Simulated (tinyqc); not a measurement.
# Thermionic-field emission through a Schottky barrier, WKB: effect of temperature

Metal on an n-type semiconductor with one parabolic valley; V > 0 is forward bias (metal positive). Energies E are counted from the conduction edge of the neutral semiconductor, whose Fermi level lies at -xi; that of the metal lies at -xi - V. The barrier is a parabola of height Vd = phi - xi - V (depletion approximation, no image force).

Nc = 2 (2 pi me m0 kB T/h^2)^1.5 (times 1e-6 for cm^-3); Nd = Nc F12(-xi/Vt), F12(x) = (2/sqrt(pi)) int_0^infinity sqrt(u)/(1 + exp(u - x)) du; E00 = (hbar/2) sqrt(Nd/(me m0 eps0 eps_r)) in SI units (volts). For E < Vd, ln T(E) = -(Vd/E00) [sqrt(1 - y) - y ln((1 + sqrt(1 - y))/sqrt(y))], y = E/Vd; T(E) = 1 above. J = A* T (q/kB) int_0^infinity T(E) N(E) dE, N = ln[(1 + exp((-xi - E)/Vt))/(1 + exp((-xi - V - E)/Vt))], A* = 4 pi q me m0 kB^2/h^3 (times 1e-4 for A/(cm^2 K^2)). The integral is converged to the digits shown; the share over the barrier is that of E > Vd, and 0 means below 1e-6 %. phi is held fixed. By a common rule of thumb, E00/Vt below 0.5 marks thermionic emission, 0.5 to 5 thermionic-field emission and above 5 field emission.

Inputs (values chosen for the exercise); band and dielectric values those of a made-up semiconductor:
- me = 0.256 m0 (electron mass)
- eps_r = 7.89 (relative permittivity)
- phi = 1.18 eV (barrier height seen from the metal)
- Nd = 9.8e18 cm^-3 (donor density)
- V = 0.17 V (bias)

Constants: q = 1.602176634e-19 C, kB = 1.380649e-23 J/K, eps0 = 8.8541878128e-12 F/m, hbar = 1.054571817e-34 J s, h = 6.62607015e-34 J s, m0 = 9.1093837015e-31 kg, Vt = kB T/q. Results are converted to the units shown.

Results:
```
T (K)  E00/Vt  J (A/cm^2)  share over the barrier (%)  mean E/Vd
60      7.910    3.186e-4                           0    0.03887
100     4.746    4.101e-4                           0    0.04648
150     3.164    6.711e-4                           0    0.06382
250     1.898    0.003238                           0     0.1386
300     1.582    0.009236                           0     0.1987
400     1.186     0.09815                     9.37e-4     0.3397
500    0.9492       1.023                      0.0487     0.4705
```

Estimate the missing row, T = 200 K.

Computed row:
```
T (K)  E00/Vt  J (A/cm^2)  share over the barrier (%)  mean E/Vd
200     2.373    0.001338                           0    0.09345
```

With this row back in the table: J rises from 3.19e-4 to 1.02 A/cm^2, and the mean E/Vd rises from 0.0389 to 0.471, as E00/Vt falls from 7.91 (field emission) to 0.949 (thermionic-field emission). Between the first two rows J changes by a factor of 1.29, between the last two by 10.4.

Range of the model: The depletion approximation, a parabolic band and the neglect of image-force lowering make these currents estimates at high doping.

Numbers from tinyqc (`OMP_NUM_THREADS=1 python tinyqc.py 2640049 2640050 out.jsonl`; about 0.04 s on one thread of a shared Intel Xeon 2.30GHz).
